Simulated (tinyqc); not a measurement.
Segment and feed resistance from two drops.

Question. A rail is fed at one end through Rq; K loads of Ij follow, each after a segment Rs. The drop at load j is K Ij Rq + Rs Ij sum_(l=1..j) (K - l + 1). Find Rs, Rq and the worst drop, at the middle, if the rail were fed through Rq at both ends: K Ij Rq/2 + Rs Ij K^2/8 with the load taken as continuous.

Values chosen for this exercise:
- K = 21 (number of equal loads)
- Ij = 1.9 mA (current of each load)

drops at the first and at the last load (mV): [35.112000, 274.51200]

Solution. The difference of the two drops is Rs Ij K (K - 1)/2, which gives Rs; the first drop then gives Rq.

Rs = 0.600 ohm
Rq = 0.280 ohm
drop at the middle with two feeds = 68.4 mV

Numbers from tinyqc (`OMP_NUM_THREADS=1 python tinyqc.py 2770163 2770164 out.jsonl`; about 0.06 s on one thread of a shared Intel Xeon 2.30GHz).
